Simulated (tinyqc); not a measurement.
Lattice vibrations of a chain, step by step. Computed by tinyqc, a small Python program that keeps every step. Command: `OMP_NUM_THREADS=1 python tinyqc.py 23785 23786 out.jsonl` (the two numbers bound the seeds that draw the settings). One thread of a shared host (Intel(R) Xeon(R) Processor @ 2.60GHz), about 0.01 s of CPU time with the checks.

## Dynamical matrix at q = 0.06

A chain moving along its axis:
```
atom               mass (u)  spring to the next atom (eV/angstrom^2)
1                   45.3000                                  18.6000
2                   34.6000                                  12.4000
3                   33.6000                                  26.6000
second neighbours         -                                   1.9000
```

q is in units of 2 pi/a. A spring k from atom i to atom j, n cells on, adds k to Phi_ii and Phi_jj, -k exp(2 pi i q n) to Phi_ij and the conjugate to Phi_ji (for one atom a cell: 2k (1 - cos 2 pi q n)); D_ij = Phi_ij / sqrt(m_i m_j).

D(q) (eV/(angstrom^2 u)), lower triangle (Hermitian):
```
                 1                2       3
1           1.0817
2  -0.5144-0.0177i           1.0058
3  -0.6826-0.2510i  -0.4155-0.0205i  1.2738
```

## Frequencies

omega^2 are the eigenvalues; wavenumber = 521.4708 sqrt(eigenvalue) 1/cm.

eigenvalues: 0.0105  1.4262  1.9246

wavenumbers (1/cm): 53.4  622.8  723.4

weights |e|^2 of the mass-weighted modes:
```
        mode 1  mode 2  mode 3
atom 1  0.4002  0.1545  0.4454
atom 2  0.3042  0.6753  0.0205
atom 3  0.2957  0.1702  0.5341
```

## Dispersion and heat capacity

C/k_B per atom = mean over q = (j + 1/2)/80, j = 0..39 and all branches of y^2 e^y/(e^y - 1)^2, y = hc wavenumber / k_B T.

Wavenumbers (1/cm):
```
q       branch 1  branch 2  branch 3
0.0000    0.0000  626.9812  721.7549
0.0625   55.6237  622.4017  723.5729
0.1250  110.6870  609.6349  728.0998
0.1875  164.6068  590.5275  733.6331
0.2500  216.7319  566.6019  738.9351
0.3125  266.2135  539.0548  743.3612
0.3750  311.5754  509.4220  746.6228
0.4375  348.9700  481.5041  748.6050
0.5000  366.0574  467.5834  749.2686
```

Heat capacity:
```
T (K)  C/k_B per atom
20             0.0343
50             0.0870
100            0.1832
200            0.4180
300            0.6196
600            0.8707
1200           0.9646
```

zero-point energy per atom = 31.0656 meV
